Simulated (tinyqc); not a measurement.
Inside a calculation. Model: grain-boundary trapping model (Seto) of a polycrystalline semiconductor film. Computed by tinyqc, a small Python program that keeps every step. Command: `OMP_NUM_THREADS=1 python tinyqc.py 3000023 3000024 out.jsonl poly walk`. One thread of a shared host (Intel(R) Xeon(R) Processor @ 2.30GHz), about 0.01 s of CPU time with the checks. Intermediate numbers are printed to about 6 digits and carried at full precision; extremes and crossings named in words are read from the listed rows.

Grains of equal size L are joined by thin boundaries with one trap level. Trapped carriers deplete a width W on each side and raise a barrier, crossed by thermionic emission. Dopants are fully ionised, statistics are non-degenerate and mu_g does not depend on T.

Inputs (values chosen for the exercise, modelled on polycrystalline SiGe):
```
quantity                                     value    unit
permittivity eps                              13.5       -
effective mass m                              0.32     m_0
effective density of states at 300 K, N_c  1.5e+19  1/cm^3
grain size L                                    15      nm
trap density Q_t                           1.3e+12  1/cm^2
trap level E_t below the band edge             0.3      eV
doping N                                   6.1e+17  1/cm^3
temperature T                                  400       K
```

Grain interior: neglected.

Constants: e = 1.602176634e-19 C; eps_0 = 8.8541878128e-12 F/m; k_B = 8.617333262e-05 eV/K; m_0 = 9.1093837015e-31 kg; k_B = 1.380649e-23 J/K.

## Critical doping

If all traps fill, the grain is just depleted at N* = Q_t/L, with the barrier e Q_t L/(8 eps eps_0).

N* = 8.66667e+17 1/cm^3

barrier at N* with all traps filled = 0.0326718 V

The traps stay filled only while e V_B is below E_t - k_B T ln(N_c(T)/N*) = 0.187 eV. The barrier above stays below that, so nearly all traps can fill.

## Barrier

N_c(T) = N_c (T/300 K)^(3/2). Filled traps Q = Q_t/(1 + (1/2) exp((E_t* - E_F)/k_B T)), where E_t* = e V_B - E_t and E_F are counted from the band edge at the grain centre. Partial depletion: Q = 2 N W, V_B = e N W^2/(2 eps eps_0), E_F = k_B T ln(N/N_c); solve for W. If that W would exceed L/2 the grain is fully depleted: W = L/2, Q = N L, and E_F follows from the trap equation. Centre density n_0 = N_c exp(E_F/k_B T).

depletion width W = 7.5 nm

barrier V_B = 0.0229959 V

E_F = -0.271057 eV

centre density n_0 = 8.87834e+15 1/cm^3

The grain is fully depleted, and n_0 is 0.0146 of N.

## Resistivity and effective mobility

Boundary: sigma_b = L e^2 n_0 exp(-e V_B/k_B T)/sqrt(2 pi m k_B T); rho = 1/sigma_b. Mean carrier density n_av = n_0 [(1 - 2W/L) + (2W/L) (sqrt(pi)/2) erf(y)/y], y = sqrt(e V_B/k_B T); effective mobility 1/(e n_av rho).

boundary resistivity = 5.73288 ohm cm

resistivity rho = 5.73288 ohm cm

mean carrier density = 7.24369e+15 1/cm^3

effective mobility = 150.299 cm^2/(V s)

Caution: the barrier is below 2 k_B T, so scattering inside the grains, left out here, also limits the real mobility.

## Activation energy

E_a = d ln(rho)/d(1/k_B T) from T - 5 K and T + 5 K; temperature coefficient d ln(rho)/dT.

activation energy E_a = 0.334466 eV

temperature coefficient = -2.42620 %/K

E_a is close to the trap depth E_t = 0.3 eV, since carriers must leave the traps.

## Against the doping

The formulas are those given above.

The same film:
```
N (1/cm^3)   W (nm)    V_B (V)  mean density (1/cm^3)  mobility (cm^2/(V s))  rho (ohm cm)
2.60e+16    7.50000  0.0009802            6.04274e+13                234.462   4.40538e+02
8.70e+16    7.50000  0.0032797            2.28018e+14                224.181   1.22102e+02
2.20e+17    7.50000  0.0082936            7.67611e+14                203.029   4.00489e+01
4.30e+17    7.50000  0.0162102            2.60765e+15                172.991   1.38361e+01
6.90e+17    7.50000  0.0260117            1.26839e+16                141.058   3.48850e+00
1.00e+18    6.47199  0.0280720            8.13425e+17                130.110   5.89740e-02
1.70e+18    3.81656  0.0165956            1.57912e+18                158.950   2.48665e-02
3.50e+18    1.85586  0.0080790            3.43684e+18                192.504   9.43390e-03
8.70e+18    0.74695  0.0032531            8.67350e+18                218.101   3.29941e-03
3.50e+19    0.18570  0.0008089            3.49933e+19                233.460   7.63999e-04
```

The barrier peaks among these rows at N = 1.0e18 (0.028 V) and the mobility has its minimum at 1.0e18; N* is 8.7e17. While the grain is fully depleted (W = L/2) V_B grows as N; once all traps are filled it falls as 1/N (last exponent -1.00). Partly depleted rows (W < L/2) with e V_B below 2 k_B T stretch the depletion approximation. Where the barrier is low the mobility is too high, because scattering inside the grains is left out. Where N approaches N_c the non-degenerate statistics fail. rho drops most steeply, as N^-11.0, between 6.9e17 and 1.0e18.

Checks made by the program: charge in the traps against the depleted charge (relative difference below 1e-10).
